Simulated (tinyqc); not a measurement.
# Planar ballistic transistor, top-of-the-barrier model: two studies

At the top of the source barrier, states moving towards the drain are filled by the source (Fermi level 0) and states moving back by the drain (Fermi level -q Vd); nothing scatters. U is the shift of the band edge there, set by the capacitances CG, CD and CS (the total) and by the charge. Parabolic two-dimensional band; the source is grounded.

Inputs (values chosen for the exercise); mass and valleys close to those of a monolayer dichalcogenide:
- T = 300 K (temperature)
- m = 0.502 m0 (effective mass)
- gv = 2 (valley degeneracy)
- eox = 3.9 (relative permittivity of the gate insulator)
- tox = 3.1 nm (insulator thickness)
- aG = 0.9 (gate control CG/CS)
- aD = 0.044 (drain control CD/CS)
- E0 = 0.23 eV (band edge at the barrier top above the source Fermi level at zero bias)

Constants: q = 1.602176634e-19 C, kB = 1.380649e-23 J/K, hbar = 1.054571817e-34 J s, m0 = 9.1093837015e-31 kg, Vt = kB T/q, eps0 = 8.8541878128e-14 F/cm where lengths are in cm. Results are converted to the units shown.

Each table varies one quantity; the others keep the values above.

## Output curve

N0 = gv m kB T/(pi hbar^2), CG = eps0 eox/tox, vT = sqrt(2 kB T/(pi m)), CS = CG/aG, n0 = n at U = 0 and Vd = 0. eta1 = -(E0 + U)/Vt, eta2 = eta1 - Vd/Vt, n = (N0/2)[F_0(eta1) + F_0(eta2)], F_0(x) = ln(1 + exp x). U = UL + q (n - n0)/CS with UL = -(aG Vg + aD Vd), energies in eV. I = q (N0/2) vT [F_(1/2)(eta1) - F_(1/2)(eta2)] per width, F_(1/2)(x) = (2/sqrt(pi)) int_0^infinity u^(1/2)/(1 + exp(u - x)) du. CQ = (q/Vt) dn/d(eta1).

In this table Vg = 0.5 V.

Results:
```
Vd (V),eta1,n (cm^-2),I (uA/um),mean velocity I/(q n) (cm/s),CQ/CS
0.01,-1.425,1.989e12,44.66,1.401e6,9.076
0.05,-1.032,1.924e12,176.7,5.731e6,8.460
0.1,-0.8893,1.913e12,233.0,7.603e6,8.137
0.15,-0.8579,1.923e12,244.5,7.935e6,8.118
0.2,-0.8454,1.938e12,248.0,7.988e6,8.160
0.3,-0.8263,1.968e12,252.3,8.002e6,8.264
0.4,-0.8080,1.998e12,256.4,8.009e6,8.369
0.6,-0.7721,2.059e12,264.6,8.022e6,8.579
0.8,-0.7370,2.120e12,272.9,8.035e6,8.786
```

Estimate the missing row, Vd = 0.025 V.

Computed row:
```
Vd (V),eta1,n (cm^-2),I (uA/um),mean velocity I/(q n) (cm/s),CQ/CS
0.025,-1.233,1.956e12,104.7,3.340e6,8.832
```

With this row back in the table: The current rises from 44.7 to 273 uA/um; n goes from 1.99e12 through a minimum of 1.91e12 (at Vd = 0.1 V among the rows listed) to 2.12e12 cm^-2 and eta1 rises from -1.42 to -0.737. The resistance in the first row is 224 ohm um, though nothing scatters in the channel. The current passes 90 % of its last value at Vd = 0.2 V among the rows, where eta2 = -8.6; returning states are gone from Vd = 0.2 V on (eta2 < -7), and from there the drain control aD lifts eta1 from -0.845 to -0.737.

## Effect of the drain control CD/CS

Same model as above.

CQ = (q/Vt) dn/d(eta1). E0 is held fixed.

In this table Vg = 0.5 V, Vd = 0.5 V.

Result of one run:
```
aD,eta1,n (cm^-2),I (uA/um),mean velocity I/(q n) (cm/s),CQ/CS
0.09,-0.69867,2.1881e12,282.18,8.0488e6,9.0153
```

What becomes of these results when the drain control CD/CS aD is changed from 0.09 to 0, all else the same?

Result of the changed run:
```
aD,eta1,n (cm^-2),I (uA/um),mean velocity I/(q n) (cm/s),CQ/CS
0,-0.88240,1.8772e12,240.11,7.9834e6,7.9450
```

The whole series:
```
aD,eta1,n (cm^-2),I (uA/um),mean velocity I/(q n) (cm/s),CQ/CS
0,-0.88240,1.8772e12,240.11,7.9834e6,7.9450
0.013,-0.85454,1.9219e12,246.11,7.9928e6,8.1025
0.026,-0.82715,1.9666e12,252.14,8.0022e6,8.2590
0.039,-0.80022,2.0114e12,258.19,8.0116e6,8.4146
0.051,-0.77576,2.0529e12,263.80,8.0204e6,8.5573
0.064,-0.74966,2.0979e12,269.90,8.0298e6,8.7110
0.077,-0.72397,2.1430e12,276.02,8.0393e6,8.8636
0.09,-0.69867,2.1881e12,282.18,8.0488e6,9.0153
```

As aD goes from 0 to 0.09, n rises from 1.88e12 to 2.19e12 cm^-2, the mean velocity rises from 7.98e6 to 8.05e6 cm/s and the current rises from 240 to 282 uA/um. CQ/CS goes from 7.9 to 9.0.

Numbers from tinyqc (`OMP_NUM_THREADS=1 python tinyqc.py 2400151 2400152 out.jsonl`; about 0.01 s on one thread of a shared Intel Xeon 2.30GHz).
